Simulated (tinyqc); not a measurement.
Surface Green function of a two-leg ladder, Sancho-Rubio decimation: densities of states against energy.

A semi-infinite lead of cells 0, 1, 2, ... with H0 inside a cell and H1 = <cell i|H|cell i + 1>. One rung (site 1 on leg a, site 2 on leg b) is a cell; all hoppings enter with a minus sign. z = E + i eta.

Start with e_s = e = H0, a = H1, b = H1^dagger. Each round: g = (z - e)^(-1); e_s <- e_s + a g b; e <- e + a g b + b g a; a <- a g a; b <- b g b (all with the old a, b). Round k joins cells 2^k apart. Stop when the largest entry of the matrices a and b is below 1e-12 eV; g_s = (z - e_s)^(-1), bulk (z - e)^(-1), density of states -Im Tr/pi. Here eta = 0.01 eV. Open modes are the crossings of E with the bands of H0 + H1 exp(ik) + H1^dagger exp(-ik) for 0 < k < pi.

H0 (eV):
```
       1      2
1      0  -0.93
2  -0.93   1.09
```

H1 (eV):
```
      1      2
1  -2.7  -1.35
2     0   -2.1
```

Densities of states against energy:
```
E (eV)  open modes  rounds  surface (1/eV)  bulk (1/eV)
-7.49            0       6        2.660e-4     9.092e-4
-6.23            1      13         0.04582       0.1290
-4.97            1      14         0.07605      0.07681
-3.71            1      14         0.09102      0.06344
-2.46            1      14         0.09926      0.05857
-1.2             2      15          0.1988       0.2190
0.06             2      15          0.2593       0.1526
1.32             2      14          0.2752       0.1431
2.57             2      14          0.2616       0.1508
3.83             2      14          0.2142       0.1849
5.09             1      13         0.06670       0.1547
6.35             0       6        5.368e-4     0.001841
```

The bands of the infinite lead run over -6.81 to 4.92, -1.70 to 5.77 eV. The rounds lie between 6 and 15, 6.0 on average outside the bands and 14.0 inside. The surface density of states is largest at E = 1.32 eV among the rows (0.275 1/eV, bulk 0.143).

tinyqc, about 0.06 s, one thread, Intel Xeon 2.30GHz (shared host): `OMP_NUM_THREADS=1 python tinyqc.py 2680044 2680045 out.jsonl`
